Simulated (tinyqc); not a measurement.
Filling the band: three-level Kane dispersion of a narrow-gap semiconductor.

Zero of energy at Gamma8, c = hbar^2/2m0, P^2 = Ep c. The free-electron term and remote bands are left out, so the heavy holes are flat at E = 0 and the other three bands obey E (E - Eg)(E + Dso) = P^2 k^2 (E + 2 Dso/3). The conduction band is the highest root; its edge is Ec = max(Eg, 0).

Degenerate electrons at T = 0: kF = (3 pi^2 n)^(1/3), 1 cm^-3 = 1e-24 angstrom^-3; EF is the highest root at kF. The momentum (cyclotron, optical) mass is m(E) = hbar^2 k/(dE/dk) = c d(k^2)/dE with d(k^2)/dE = k^2 [1/E + 1/(E - Eg) + 1/(E + Dso) - 1/(E + 2 Dso/3)]; the density of states is k d(k^2)/dE/(2 pi^2).

Edge mass m0* = 3 |Eg|/(2 Ep).
Constants: hbar^2/2m0 = 3.80998211 eV angstrom^2.

Inputs chosen for the exercise (out of a larger set: near those of grey Sn; not measured data): Eg = -0.407 eV (E(Gamma6) - E(Gamma8)); Dso = 0.77 eV (spin-orbit splitting); Ep = 23.2 eV (Kane energy).

n from 1e15 to 1e19 cm^-3. The last column is the local power d ln(EF - Ec)/d ln n = kF^2/(1.5 (EF - Ec) d(k^2)/dE).

Results:
```
n (cm^-3)  kF (1/angstrom)  EF - Ec (meV)  parabolic (meV)   m(EF)  m(EF)/m0*  power
1.0e+15            0.00309            1.4              1.4  0.0264       1.00  0.665
1.0e+16            0.00667            6.4              6.4  0.0269       1.02  0.659
3.0e+16            0.00961           13.1             13.4  0.0276       1.05  0.652
1.0e+17            0.01436           28.4             29.9  0.0290       1.10  0.636
3.0e+17            0.02071           56.4             62.1  0.0316       1.20  0.611
1.0e+18            0.03094          115.1            138.6  0.0370       1.41  0.571
3.0e+18            0.04462          210.4            288.2  0.0456       1.73  0.527
1.0e+19            0.06665          385.4            643.2  0.0611       2.32  0.479
```

What does the comparison show?

The power falls from 0.665 to 0.479: 2/3 marks a parabola, 1/3 a linear band. The parabola is within 10 % up to n = 1.0e+17 cm^-3. The mass has doubled by n = 1.0e+19 cm^-3 and ends at 2.3 times its edge value. Side valleys are left out; where they lie low (GaSb, grey Sn: about 0.1 eV) they take the electrons long before the last rows.

Computed by tinyqc, a small Python program: `OMP_NUM_THREADS=1 python tinyqc.py 1051094 1051095 out.jsonl` (the numbers bound the seed that draws the inputs); one thread of a shared host (Intel(R) Xeon(R) Processor @ 2.30GHz), about 0.01 s for the whole set of steps.
